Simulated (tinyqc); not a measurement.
Inside a calculation. Method: Luttinger-Kohn k.p, four valence bands. One step of it, computed by the program tinyqc.

Task: Hole masses. E = c [g1 k^2 -/+ 2 sqrt(g2^2 k^4 + 3 (g3^2 - g2^2)(kx^2 ky^2 + ky^2 kz^2 + kz^2 kx^2))] with c = hbar^2/2m, and m* = hbar^2 k^2 / (2 E).

Luttinger parameters chosen for this model; energies are counted downward from the top of the valence band:
```
parameter      value  unit
g1         10.590000
g2          3.060000
g3          3.760000
```

Give: Masses.

Result:

Masses (electron masses):
```
direction   heavy   light
[100]      0.2237  0.0598
[110]      0.2946  0.0562
[111]      0.3257  0.0552
```
